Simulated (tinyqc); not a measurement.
# Bandgap voltage reference from two bipolar transistors, step by step

tinyqc, about 0.02 s, one thread, Intel Xeon 2.30GHz (shared host): `OMP_NUM_THREADS=1 python tinyqc.py 2062144 2062145 out.jsonl` Printed values are rounded.

Two transistors of area 1 and N carry the same current I. Is(T) = Is (T/T0)^eta exp[(Vg0 q/kB)(1/T0 - 1/T)], VBE1 = Vt ln(I/Is(T)) + I rb, VBE2 = Vt ln(I/(N Is(T))) + I rb/N. The amplifier forces I R1(T) = VBE1 - VBE2 + Vos, with R(T) = R (1 + tc (T - T0)) for both resistors, and the output is Vref = VBE1 + I R2(T). Base currents and the Early effect are neglected.

Inputs (values chosen for the exercise); values of the order met in silicon bipolar transistors:
- T0 = 300 K (reference temperature)
- Vg0 = 1.141 V (band-gap voltage extrapolated to 0 K)
- eta = 3.8 (temperature exponent of the saturation current)
- Is = 3.6e-18 A (saturation current of the unit transistor at T0)
- N = 8 (area ratio of the second transistor)
- R1 = 28 kohm (resistor across which the difference of VBE falls, at T0)
- tc = 0 ppm/K (temperature coefficient of both resistors)
- Vos = 0 mV (offset of the amplifier)
- rb = 0 ohm (series resistance of the unit transistor)
- R2 = 273.8 kohm (output resistor at T0)
- T = 253 K (temperature)

Constants: q = 1.602176634e-19 C, kB = 1.380649e-23 J/K. Results are converted to the units shown.

## Operating point at the reference temperature

Vt = kB T/q; I = (Vt ln N + Vos)/(R1(T) - rb (1 - 1/N)). Evaluate at T = T0.

Vt = 0.0258520 V
I = 1.91992 uA
Is(T) = 3.6e-18 A
VBE1 = 0.698065 V
I R2 = 0.525674 V
Vref = 1.22374 V

## Operating point at another temperature

Vt = kB T/q; I = (Vt ln N + Vos)/(R1(T) - rb (1 - 1/N)).

Vt = 0.0218019 V
I = 1.61913 uA
Is(T) = 5.17910e-22 A
VBE1 = 0.777860 V
I R2 = 0.443318 V
Vref = 1.22118 V

From T0 to T, VBE1 changes by 79.8 mV and I R2 by -82.4 mV, which leaves -2.56 mV in Vref.

## Resistor for zero slope at T0, ideal case

With tc = 0, Vos = 0 and rb = 0 the current is proportional to T, dVBE/dT = (VBE - Vg0 - (eta - 1) Vt)/T, and Vref has zero slope at T0 when Vref = Vg0 + (eta - 1) Vt0. Find VBE1, its slope, that Vref, R2/R1 and the curvature d2Vref/dT2 = -(eta - 1) kB/(q T0).

VBE1 = 0.698065 V
dVBE/dT = -1.71773 mV/K
Vref = 1.21339 V
R2/R1 = 9.58598
curvature = -0.804284 uV/K^2
